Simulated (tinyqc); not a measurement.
Hole subbands of a hard-walled well, four-band Luttinger model: sweeps and comparisons. A value that a table varies takes the place of the one given here.

Hole energies are counted downwards from the unstrained band edge, c = hbar^2/2m0. After the usual block transformation one block is H = [[P + Q - Zs, R - i S], [R + i S, P - Q + Zs]] in (heavy, light), with P +/- Q = c [(g1 +/- g2) k^2 + (g1 -/+ 2 g2) kz^2], R = sqrt(3) c gR k^2, S = 2 sqrt(3) c g3 k kz, kz = -i d/dz; axial approximation gR = (g2 + g3)/2. Zs = b (e_par - e_perp) is the shear part of the strain (the hydrostatic part shifts all levels alike and is left out). Basis sqrt(2/L) sin(n pi z/L), n = 1 to N, for each component: kz^2 gives (n pi/L)^2 and the heavy-light block is R delta_nm - 2 sqrt(3) c g3 k D_nm with D_nm = 4 n m/(L (n^2 - m^2)) for n + m odd, 0 otherwise. The other block has the same levels. The split-off band is left out.

Constants: hbar^2/2m0 = 3.80998211 eV angstrom^2.

Parameters, chosen for this exercise (near those of Ge; the results hold for these values, not for the real material): g1 = 13.52 (Luttinger gamma1); g2 = 4.28 (gamma2); g3 = 5.77 (gamma3); L = 140 angstrom (well width along [001]); Zs = 0 eV (shear strain energy); k = 0.0321 1/angstrom (wave vector in the plane); Zlist = (-0.0408, -0.0249, -0.0129, -0.0063, 0, 0.0146, 0.0267) eV (shear strain energies (negative: tension in the plane, for b < 0)).

## Which coupling does what

N = 20, at the given k. Diagonal: R = S = 0. Along [100] and [110] gR is g2 and g3 instead of their mean.

Hole energies (meV):

| model | E1 | E2 | E3 | E4 |
|---|---|---|---|---|
| diagonal | 78.64 | 79.40 | 107.94 | 155.52 |
| R alone | 44.84 | 97.19 | 113.19 | 151.14 |
| S alone | 36.56 | 51.03 | 93.68 | 104.30 |
| axial | 23.40 | 46.51 | 88.21 | 115.85 |
| [100] | 26.59 | 47.88 | 89.30 | 113.43 |
| [110] | 19.95 | 44.89 | 87.07 | 118.27 |

How do the results move?

The couplings move E1 by -55.23 meV: R alone by -33.79, S alone by -42.08, so S matters more at k L/pi = 1.43 (R grows as k^2 and joins equal n, S as k and joins n of opposite parity). Warping spreads E1 by 6.64 meV between [100] and [110], the hole being heavier along [110]; the axial value lies between them.

## Strain

N = 20. dE is the rise of the top subband from k = 0 to k1 = pi/(4L), m1 = c k1^2/dE (dash if dE is not positive), and the heavy weight is taken at k = pi/L.

Top subband:

| Zs (eV) | HH1 (meV) | LH1 (meV) | dE (meV) | heavy weight | m1 (m0) |
|---|---|---|---|---|---|
| -0.0408 | 50.3 | 1.6 | 0.173 | 0.132 | 0.691 |
| -0.0249 | 34.4 | 17.5 | -0.425 | 0.231 | - |
| -0.0129 | 22.4 | 29.5 | 1.370 | 0.364 | 0.088 |
| -0.0063 | 15.8 | 36.1 | 1.594 | 0.465 | 0.075 |
| 0.0000 | 9.5 | 42.4 | 1.657 | 0.576 | 0.072 |
| 0.0146 | -5.1 | 57.0 | 1.741 | 0.804 | 0.069 |
| 0.0267 | -17.2 | 69.1 | 1.788 | 0.896 | 0.067 |

What can be read from the table?

HH1 and LH1 cross at Zs = -2 c g2 (pi/L)^2 = -0.0164 eV; for more negative Zs the light hole is on top. Among the rows with HH1 on top, m1 goes from 0.088 to 0.067 m0 as the splitting widens from 7 to 86 meV, against the unmixed 1/(g1 + g2) = 0.056: compression lightens the holes here. A dash marks a top subband whose hole energy at k1 lies below that at k = 0: an electron-like (negative) mass. m1 describes the neighbourhood of k = 0 only; where HH1 and LH1 lie close, the band may peak further out.

## What each parameter does

N = 20; the three lowest hole energies at the given k and the heavy weight of the lowest. Each row changes one parameter from the base and keeps the others.

Results:

| case | E1 (meV) | E2 (meV) | E3 (meV) | heavy weight |
|---|---|---|---|---|
| base | 23.40 | 46.51 | 88.21 | 0.474 |
| g1 = 14.6 | 31.27 | 58.78 | 107.92 | 0.467 |
| g2 = 4.71 | 21.39 | 43.49 | 80.37 | 0.480 |
| g3 = 5.31 | 27.87 | 53.18 | 94.94 | 0.470 |
| L = 130 angstrom | 26.00 | 52.05 | 99.62 | 0.490 |
| Zs = 0.01 eV | 23.00 | 41.64 | 81.37 | 0.566 |
| k = 0.0417 1/angstrom | 29.88 | 51.49 | 95.21 | 0.429 |

What can be read from the table?

The largest shifts from the base row, up to three for each result and ties (the steps differ in size, so this ranks the rows, not the parameters). E1 (meV): g1 +7.87, k +6.47, g3 +4.47. E2 (meV): g1 +12.26, g3 +6.66, L +5.54. E3 (meV): g1 +19.70, L +11.40, g2 -7.84. heavy weight: Zs +0.092, k -0.045, L +0.015.

Computed by tinyqc, a small Python program: `OMP_NUM_THREADS=1 python tinyqc.py 1252766 1252767 out.jsonl` (the numbers bound the seed that draws the inputs); one thread of a shared host (Intel(R) Xeon(R) Processor @ 2.30GHz), about 0.1 s for the whole set of steps.
